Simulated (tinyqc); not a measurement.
# Transfer-length model of a contact: effect of the contact resistivity

A metal contact of length d and width W on a thin layer of the same width. The metal has no resistance, the sheet resistance under it equals Rsh, and current enters the layer at the front edge x = 0.

Transfer length Lt = sqrt(rc/Rsh); front resistance Rc = (Rsh Lt/W) coth(d/Lt); end resistance Re = (Rsh Lt/W)/sinh(d/Lt).

Parameters, values chosen for the exercise: sheet resistance of the semiconductor layer Rsh = 50 ohm/sq; contact length d = 0.45 um; contact width W = 120 um.

Results:
```
rc (ohm cm^2)  Lt (um)    d/Lt  Rc W (ohm um)
4e-9           0.08944   5.031          4.473
9.6e-9          0.1386   3.248          6.949
2.3e-8          0.2145   2.098          11.05
5.4e-8          0.3286   1.369          18.70
1.3e-7          0.5099  0.8825          36.03
3.1e-7          0.7874  0.5715          76.23
1.7e-6           1.844  0.2440          385.2
4.2e-6           2.898  0.1553          940.8
9.9e-6           4.450  0.1011           2207
```

Estimate the missing row, rc = 7.3e-7 ohm cm^2.

Computed row:
```
rc (ohm cm^2)  Lt (um)    d/Lt  Rc W (ohm um)
7.3e-7           1.208  0.3724          169.7
```

With this row back in the table: Rc W rises from 4.47 to 2210 ohm um, as rc^(0.50) between the first two rows (d/Lt = 5.0) and rc^(0.99) between the last two (d/Lt = 0.10); a long contact gives the power 1/2 and a short one 1.

Numbers from tinyqc (`OMP_NUM_THREADS=1 python tinyqc.py 2760025 2760026 out.jsonl`; about 0.01 s on one thread of a shared Intel Xeon 2.30GHz).
